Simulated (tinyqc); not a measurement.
Worked calculation: LDA (PW92) atom on a uniform radial grid, spin-unpolarised, for F. Computed by tinyqc, a small Python program that keeps every step. Settings: Z = 9, points = 64, R = 7.1, functional = lda,pw, mixing = 0.4, iteration cap = 58. Command: `OMP_NUM_THREADS=1 python tinyqc.py 31777 31778 out.jsonl` (the two numbers bound the seeds that draw the settings). One thread of a shared host (Intel(R) Xeon(R) Processor @ 2.60GHz), about 0.06 s of CPU time with the checks. Later iterations appear only in the table of the cycle.

## Iteration 1

Spherical atom on a uniform radial grid r_j = j h with h = R/(N + 1), h sum u^2 = 1 and integrals as h times sums, u(0) = u(R) = 0 (atomic units):

| parameter | value |
|---|---|
| Z | 9 |
| points N | 64 |
| R | 7.100000 |
| h | 0.109231 |
| mixing | 0.400000 |
| electrons in 1s | 2 |
| electrons in 2s | 2 |
| electrons in 2p | 5 |

Three-point differences turn -u''/2 + [l(l+1)/2r^2 - Z/r + V] u = e u into a tridiagonal matrix (diagonal 1/h^2 + potential, off-diagonal -1/2h^2). D = sum f u^2; the Hartree potential y/r solves y'' = -D/r with y(0) = 0, y(R) = N_e; v_xc comes from rho = D/(4 pi r^2); E = sum f e - int D V + int D (V_H/2 + eps_xc); V(new) = V + mixing (V_H + v_xc - V).

eigenvalues (hartree): 1s -33.71771, 2s -9.57775, 2p -10.35882

Every 4th grid point:

| r | V in | u(1s) | u(2s) | u(2p) | D | V_H | v_xc |
|---|---|---|---|---|---|---|---|
| 0.43692 | 0.00000 | 0.61539 | -1.01240 | 1.33875 | 11.76855 | 17.00077 | -1.76682 |
| 0.87385 | 0.00000 | 0.03802 | -1.00733 | 0.70499 | 4.51736 | 10.13274 | -0.83911 |
| 1.31077 | 0.00000 | 0.00176 | -0.38578 | 0.21414 | 0.52694 | 6.85967 | -0.33569 |
| 1.74769 | 0.00000 | 0.00007 | -0.10915 | 0.05191 | 0.03730 | 5.14942 | -0.12719 |
| 2.18462 | 0.00000 | 2.80e-06 | -0.02650 | 0.01112 | 0.00202 | 4.11971 | -0.04655 |
| 2.62154 | 0.00000 | 1.04e-07 | -0.00586 | 0.00220 | 0.00009 | 3.43310 | -0.01630 |
| 3.05846 | 0.00000 | 3.74e-09 | -0.00122 | 0.00041 | 3.82e-06 | 2.94266 | -0.00545 |
| 3.49538 | 0.00000 | 1.32e-10 | -0.00024 | 0.00007 | 1.45e-07 | 2.57482 | -0.00176 |
| 3.93231 | 0.00000 | 0 | -4.64e-05 | 1.30e-05 | 5.16e-09 | 2.28873 | -0.00055 |
| 4.36923 | 0.00000 | 0 | -8.67e-06 | 2.23e-06 | 1.75e-10 | 2.05986 | -0.00017 |
| 4.80615 | 0.00000 | 0 | -1.59e-06 | 3.74e-07 | 0 | 1.87260 | -0.00005 |
| 5.24308 | 0.00000 | 0 | -2.85e-07 | 6.17e-08 | 0 | 1.71655 | 0.00000 |
| 5.68000 | 0.00000 | 0 | -5.06e-08 | 1.00e-08 | 0 | 1.58451 | 0.00000 |
| 6.11692 | 0.00000 | 0 | -8.84e-09 | 1.62e-09 | 0 | 1.47133 | 0.00000 |
| 6.55385 | 0.00000 | 0 | -1.51e-09 | 2.55e-10 | 0 | 1.37324 | 0.00000 |
| 6.99077 | 0.00000 | 0 | -1.54e-10 | 2.45e-11 | 0 | 1.28741 | 0.00000 |

total energy = -73.2791823 hartree

## Iteration 2

As before.

eigenvalues (hartree): 1s -25.08268, 2s -4.99988, 2p -4.97921

Every 4th grid point:

| r | V in | u(1s) | u(2s) | u(2p) | D | V_H | v_xc |
|---|---|---|---|---|---|---|---|
| 0.43692 | 6.09358 | 0.67960 | -0.74039 | 1.13613 | 8.47399 | 15.29146 | -1.59033 |
| 0.87385 | 3.71745 | 0.05576 | -1.07688 | 0.89932 | 6.36947 | 9.80662 | -0.93496 |
| 1.31077 | 2.60959 | 0.00364 | -0.61379 | 0.44268 | 1.73334 | 6.82187 | -0.48367 |
| 1.74769 | 2.00889 | 0.00022 | -0.26595 | 0.17963 | 0.30280 | 5.14590 | -0.23833 |
| 2.18462 | 1.62927 | 1.24e-05 | -0.10074 | 0.06561 | 0.04182 | 4.11941 | -0.11520 |
| 2.62154 | 1.36672 | 6.89e-07 | -0.03523 | 0.02243 | 0.00500 | 3.43307 | -0.05475 |
| 3.05846 | 1.17488 | 3.74e-08 | -0.01168 | 0.00733 | 0.00054 | 2.94265 | -0.02546 |
| 3.49538 | 1.02923 | 2.00e-09 | -0.00373 | 0.00232 | 0.00005 | 2.57482 | -0.01157 |
| 3.93231 | 0.91527 | 1.06e-10 | -0.00116 | 0.00071 | 5.22e-06 | 2.28873 | -0.00514 |
| 4.36923 | 0.82388 | 0 | -0.00035 | 0.00022 | 4.79e-07 | 2.05986 | -0.00224 |
| 4.80615 | 0.74902 | 0 | -0.00010 | 0.00006 | 4.24e-08 | 1.87260 | -0.00096 |
| 5.24308 | 0.68662 | 0 | -3.08e-05 | 1.87e-05 | 3.65e-09 | 1.71655 | -0.00041 |
| 5.68000 | 0.63380 | 0 | -8.92e-06 | 5.43e-06 | 3.06e-10 | 1.58451 | -0.00017 |
| 6.11692 | 0.58853 | 0 | -2.55e-06 | 1.55e-06 | 2.51e-11 | 1.47133 | -0.00007 |
| 6.55385 | 0.54930 | 0 | -6.98e-07 | 4.24e-07 | 0 | 1.37324 | -2.88e-05 |
| 6.99077 | 0.51496 | 0 | -9.66e-08 | 5.87e-08 | 0 | 1.28741 | 0.00000 |

total energy = -82.3475587 hartree

## Convergence

Stop when input and output potentials agree to 1e-7.

Course of the cycle (hartree):

| iteration | E | e(1s) | e(2s) | e(2p) | largest \|V(out) - V(in)\| |
|---|---|---|---|---|---|
| 1 | -73.2791823 | -33.71771 | -9.57775 | -10.35882 | 2.45e+01 |
| 2 | -82.3475587 | -25.08268 | -4.99988 | -4.97921 | 1.14e+01 |
| 3 | -85.1884068 | -21.04968 | -2.83243 | -2.53184 | 4.75e+00 |
| 4 | -85.8015425 | -19.35326 | -1.81730 | -1.44298 | 1.79e+00 |
| 5 | -85.8841928 | -18.71391 | -1.34441 | -0.96030 | 6.77e-01 |
| 6 | -85.8943289 | -18.47415 | -1.11443 | -0.73457 | 3.37e-01 |
| 7 | -85.8967659 | -18.36689 | -0.99255 | -0.61750 | 1.91e-01 |
| 8 | -85.8975776 | -18.30916 | -0.92393 | -0.55211 | 1.10e-01 |
| 9 | -85.8978539 | -18.27554 | -0.88442 | -0.51453 | 6.40e-02 |
| 10 | -85.8979472 | -18.25552 | -0.86152 | -0.49275 | 3.72e-02 |
| 11 | -85.8979786 | -18.24352 | -0.84821 | -0.48008 | 2.16e-02 |
| ... | ... | ... | ... | ... | ... |
| 25 | -85.8979945 | -18.22556 | -0.82964 | -0.46236 | 1.47e-05 |
| 26 | -85.8979945 | -18.22556 | -0.82964 | -0.46236 | 8.67e-06 |
| 27 | -85.8979945 | -18.22556 | -0.82964 | -0.46235 | 5.11e-06 |
| 28 | -85.8979945 | -18.22555 | -0.82963 | -0.46235 | 3.01e-06 |
| 29 | -85.8979945 | -18.22555 | -0.82963 | -0.46235 | 1.77e-06 |
| 30 | -85.8979945 | -18.22555 | -0.82963 | -0.46235 | 1.04e-06 |
| 31 | -85.8979945 | -18.22555 | -0.82963 | -0.46235 | 6.12e-07 |
| 32 | -85.8979945 | -18.22555 | -0.82963 | -0.46235 | 3.60e-07 |
| 33 | -85.8979945 | -18.22555 | -0.82963 | -0.46235 | 2.11e-07 |
| 34 | -85.8979945 | -18.22555 | -0.82963 | -0.46235 | 1.24e-07 |
| 35 | -85.8979945 | -18.22555 | -0.82963 | -0.46235 | 7.27e-08 |

Converged in 35 iterations. A uniform grid resolves the cusp poorly: for a bare nucleus this grid gives 1s at -33.71771 against -Z^2/2 = -40.5 hartree. Before convergence this energy mixes input and output and is not variational, so it may rise towards its limit.
